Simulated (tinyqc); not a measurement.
# Radius, Mott density and mass from the binding energy

Question. A donor has the isolated binding energy E0 = cc Ry, Ry = (m0 q^3/(8 eps0^2 h^2)) me/eps_r^2 in eV, radius a = q/(8 pi eps0 eps_r E0) and Mott density (0.26/a)^3. Find a, the Mott density and me.

Parameters, values chosen for the exercise:
- eps_r = 11.6 (relative permittivity)
- cc = 1.1 (ratio of the true binding energy to the hydrogenic one)

Constants: q = 1.602176634e-19 C, eps0 = 8.8541878128e-12 F/m, h = 6.62607015e-34 J s, m0 = 9.1093837015e-31 kg. Results are converted to the units shown.

E0 = 29.140612 meV

Answer. Each follows directly from E0.

a = 2.130 nm
Mott density = 1.819e18 cm^-3
me = 0.2620 m0

Program tinyqc, `OMP_NUM_THREADS=1 python tinyqc.py 2330133 2330134 out.jsonl`; Intel Xeon 2.30GHz, shared host, one thread, about 0.02 s.
